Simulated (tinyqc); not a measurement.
# Mobility and doping from two currents

Question. A trap-free film with injecting contacts is fitted, with diffusion neglected, by J = q mu N V/Lf + (9/8) eps0 eps_r mu V^2/Lf^3. Find mu, N and the voltage at which both terms are equal.

Values chosen for this exercise: relative permittivity eps_r = 11; film thickness Lf = 420 nm.

Constants: q = 1.602176634e-19 C, eps0 = 8.8541878128e-14 F/cm where lengths are in cm. Results are converted to the units shown.

J at 2 and 20 V (A/cm^2): 235.59722  6029.6212

Answer. J/V is a straight line in V: the slope gives mu and the intercept mu N.

mu = 0.690 cm^2/(V s)
N = 3.70e16 cm^-3
crossover voltage = 9.54 V

Program tinyqc, `OMP_NUM_THREADS=1 python tinyqc.py 2730153 2730154 out.jsonl`; Intel Xeon 2.30GHz, shared host, one thread, about 0.09 s.
